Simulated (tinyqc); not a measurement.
Inside a calculation: conductance of a narrow metal strip with scatterers (square lattice, Green functions). Values are carried at full precision from step to step, so a last printed digit may differ when a step is redone from the rounded ones.

A strip of W sites across with hard walls, site energy 0 and hopping -t. Mode n = 1 to W has profile chi_n(j) = sqrt(2/(W + 1)) sin(n j pi/(W + 1)) and energy en = -2t cos(n pi/(W + 1)); E = en - 2t cos(kn a). With z_n = exp(i kn a) (Im k > 0 for closed modes, |z| < 1) each lead gives the self-energy -t z_n in mode n. One column carries the site energies v, here a notch at the edge (a site raised out of reach). In the mode basis V_nm = sum_j chi_n(j) v_j chi_m(j), G = (E - en + 2 t z_n - V)^-1, and t_nm = 2t sqrt(sin(kn a) sin(km a)) G_nm in size for open modes. T = sum |t_nm|^2, conductance (2e^2/h) T.

Constants: e^2/h = 3.874045865e-05 S.

Inputs chosen for the exercise (hopping and spacing of the size met in Cu or Al; the lattice is a model; the results hold for these values, not for the real material):
- t = 1.03 eV (hopping)
- a = 2.73 angstrom (spacing)
- W = 4 (sites across)
- E = -1.07 eV (Fermi energy)
- v = (50, 0, 0, 0) eV (site energies in the scattering column)

## Modes at the Fermi energy

For each n: en, cos(kn a) = (en - E)/(2t), z_n and the velocity 2 t a sin(kn a) (zero if closed).

Modes:
```
n  en (eV)  cos(k a)                  z  dE/dk (eV angstrom)
1  -1.6666  -0.28960  -0.28960+0.95715i               5.3828
2  -0.6366   0.21040   0.21040+0.97762i               5.4979
3   0.6366   0.82843   0.82843+0.56009i               3.1498
4   1.6666   1.32843            0.45394               0.0000
```

3 of 4 modes are open, so the clean strip has a resistance of 4302 ohm, whatever its length.

## The scatterer in the mode basis

Form V_nm.

V (eV), lower triangle:
```
         n=1      n=2      n=3     n=4
n=1   6.9098
n=2  11.1803  18.0902
n=3  11.1803  18.0902  18.0902
n=4   6.9098  11.1803  11.1803  6.9098
```

A single site couples every mode that has amplitude on it.

## Green function and transmission

E - en + 2 t z_n = 2t (z_n - cos(kn a)). Invert, form |t_nm|^2 = (2t)^2 Im(z_n) Im(z_m) |G_nm|^2 and sum. The added resistance is 1/(2 (e^2/h) T) less the same for the clean strip.

G (1/eV):
```
                 n=1              n=2              n=3              n=4
n=1  -0.0105-0.4459i  -0.0167+0.0971i  -0.0291+0.1695i   0.0671+0.0115i
n=2  -0.0167+0.0971i  -0.0264-0.3427i  -0.0461+0.2685i   0.1063+0.0182i
n=3  -0.0291+0.1695i  -0.0461+0.2685i  -0.0805-0.3981i   0.1855+0.0318i
n=4   0.0671+0.0115i   0.1063+0.0182i   0.1855+0.0318i  -0.5425-0.0734i
```

|t_nm|^2, lower triangle:
```
        n=1     n=2     n=3  n=4
n=1  0.7733
n=2  0.0385  0.4792
n=3  0.0673  0.1724  0.2196
n=4       0       0       0    0
```

T = 2.0286
added resistance = 2060 ohm

Mode 3 passes least (0.459) and mode 1 most (0.879); 27.4 % of the transmitted flux changes mode.

## Checks

- Transmitted plus reflected flux against the number of open modes: both 3.00000.

(tinyqc, `OMP_NUM_THREADS=1 python tinyqc.py 1451432 1451433 out.jsonl`, Intel(R) Xeon(R) Processor @ 2.30GHz, 1 thread, shared host, about 0.01 s.)
